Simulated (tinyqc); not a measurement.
Inside a calculation. Method: Hartree-Fock atom on a uniform radial grid, spin-unpolarised, for Be(2+). Computed by tinyqc, a small Python program that keeps every step. Settings: Z = 4, points = 192, R = 4.8, functional = hf2, mixing = 0.2, iteration cap = 51. Command: `OMP_NUM_THREADS=1 python tinyqc.py 26647 26648 out.jsonl` (the two numbers bound the seeds that draw the settings). One thread of a shared host (Intel(R) Xeon(R) Processor @ 2.60GHz), about 0.4 s of CPU time with the checks. Later iterations appear only in the table of the cycle.

## Iteration 1

Spherical atom on a uniform radial grid r_j = j h with h = R/(N + 1), h sum u^2 = 1 and integrals as h times sums, u(0) = u(R) = 0 (atomic units):
```
parameter           value
Z                       4
points N              192
R                4.800000
h                0.024870
mixing           0.200000
electrons in 1s         2
```

Three-point differences turn -u''/2 + [l(l+1)/2r^2 - Z/r + V] u = e u into a tridiagonal matrix (diagonal 1/h^2 + potential, off-diagonal -1/2h^2). D = sum f u^2; the Hartree potential y/r solves y'' = -D/r with y(0) = 0, y(R) = N_e; for two electrons in one orbital exchange is -V_H/2 (Hartree-Fock); E = sum f e - int D V + int D (V_H/2 + eps_xc); V(new) = V + mixing (V_H + v_xc - V).

eigenvalues (hartree): 1s -7.980304

Every 12th grid point:
```
r             V in     u(1s)         D       V_H       v_xc
0.298446  0.000000  1.446486  4.184643  5.349340  -2.674670
0.596891  0.000000  0.878501  1.543529  3.254509  -1.627254
0.895337  0.000000  0.400158  0.320254  2.225802  -1.112901
1.193782  0.000000  0.162020  0.052501  1.674650  -0.837325
1.492228  0.000000  0.061500  0.007565  1.340216  -0.670108
1.790674  0.000000  0.022411  0.001004  1.116893  -0.558446
2.089119  0.000000  0.007940  0.000126  0.957341  -0.478670
2.387565  0.000000  0.002755  0.000015  0.837674  -0.418837
2.686010  0.000000  0.000941  1.77e-06  0.744599  -0.372299
2.984456  0.000000  0.000318  2.02e-07  0.670139  -0.335069
3.282902  0.000000  0.000106  2.25e-08  0.609217  -0.304609
3.581347  0.000000  0.000035  2.47e-09  0.558449  -0.279225
3.879793  0.000000  0.000012  2.67e-10  0.515491  -0.257746
4.178238  0.000000  3.75e-06  2.81e-11  0.478671  -0.239335
4.476684  0.000000  1.12e-06         0  0.446759  -0.223380
4.775130  0.000000  6.83e-08         0  0.418837  -0.209418
```

total energy = -13.46308854 hartree

## Iteration 2

As before.

eigenvalues (hartree): 1s -7.483076

Every 12th grid point:
```
r             V in     u(1s)         D       V_H       v_xc
0.298446  0.534934  1.435319  4.120281  5.301106  -2.650553
0.596891  0.325451  0.891911  1.591011  3.245680  -1.622840
0.895337  0.222580  0.418165  0.349725  2.224524  -1.112262
1.193782  0.167465  0.174749  0.061074  1.674485  -0.837243
1.492228  0.134022  0.068563  0.009402  1.340196  -0.670098
1.790674  0.111689  0.025848  0.001336  1.116890  -0.558445
2.089119  0.095734  0.009480  0.000180  0.957341  -0.478670
2.387565  0.083767  0.003407  0.000023  0.837674  -0.418837
2.686010  0.074460  0.001206  2.91e-06  0.744599  -0.372299
2.984456  0.067014  0.000422  3.56e-07  0.670139  -0.335069
3.282902  0.060922  0.000146  4.26e-08  0.609217  -0.304609
3.581347  0.055845  0.000050  5.02e-09  0.558449  -0.279225
3.879793  0.051549  0.000017  5.83e-10  0.515491  -0.257746
4.178238  0.047867  0.000006  6.58e-11  0.478671  -0.239335
4.476684  0.044676  1.77e-06         0  0.446759  -0.223380
4.775130  0.041884  1.09e-07         0  0.418837  -0.209418
```

total energy = -13.50397382 hartree

## Iteration 3

As before.

eigenvalues (hartree): 1s -7.093127

Every 12th grid point:
```
r             V in     u(1s)         D       V_H       v_xc
0.298446  0.958058  1.425869  4.066203  5.261099  -2.630550
0.596891  0.584929  0.902306  1.628310  3.238008  -1.619004
0.895337  0.400517  0.432916  0.374833  2.223350  -1.111675
1.193782  0.301421  0.185560  0.068865  1.674324  -0.837162
1.492228  0.241237  0.074767  0.011180  1.340175  -0.670088
1.790674  0.201040  0.028969  0.001678  1.116888  -0.558444
2.089119  0.172321  0.010924  0.000239  0.957340  -0.478670
2.387565  0.150781  0.004039  0.000033  0.837674  -0.418837
2.686010  0.134028  0.001471  4.33e-06  0.744599  -0.372299
2.984456  0.120625  0.000529  5.60e-07  0.670139  -0.335069
3.282902  0.109659  0.000189  7.11e-08  0.609217  -0.304609
3.581347  0.100521  0.000067  8.89e-09  0.558449  -0.279225
3.879793  0.092788  0.000023  1.09e-09  0.515491  -0.257746
4.178238  0.086161  0.000008  1.30e-10  0.478671  -0.239335
4.476684  0.080417  2.55e-06  1.31e-11  0.446759  -0.223380
4.775130  0.075391  1.59e-07         0  0.418837  -0.209418
```

total energy = -13.53029172 hartree

## Convergence

Stop when input and output potentials agree to 1e-7.

Course of the cycle (hartree):
```
iteration             E      e(1s)  largest |V(out) - V(in)|
1          -13.46308854  -7.980304                  3.98e+00
2          -13.50397382  -7.483076                  3.12e+00
3          -13.53029172  -7.093127                  2.45e+00
4          -13.54704454  -6.786956                  1.91e+00
5          -13.55760748  -6.546317                  1.50e+00
6          -13.56421435  -6.357013                  1.17e+00
7          -13.56831932  -6.207977                  9.17e-01
8          -13.57085585  -6.090565                  7.18e-01
9          -13.57241622  -5.998012                  5.61e-01
10         -13.57337264  -5.925019                  4.39e-01
11         -13.57395718  -5.867427                  3.43e-01
...                 ...        ...                       ...
41         -13.57486569  -5.650788                  2.34e-04
42         -13.57486569  -5.650746                  1.85e-04
43         -13.57486569  -5.650713                  1.46e-04
44         -13.57486569  -5.650687                  1.16e-04
45         -13.57486569  -5.650666                  9.16e-05
46         -13.57486569  -5.650649                  7.26e-05
47         -13.57486569  -5.650636                  5.75e-05
48         -13.57486569  -5.650626                  4.56e-05
49         -13.57486569  -5.650617                  3.62e-05
50         -13.57486569  -5.650611                  2.87e-05
51         -13.57486569  -5.650605                  2.28e-05
```

Not converged within 51 iterations: the residual falls steadily but slowly, by a factor of about 0.79 a step. Reruns (cap 100 unless said): mixing 0.3: converged in 48; mixing 0.6: converged in 19; the original settings with a cap of 400: converged in 75. Even converged, this uniform grid resolves the cusp poorly and misses the energy of the atom.
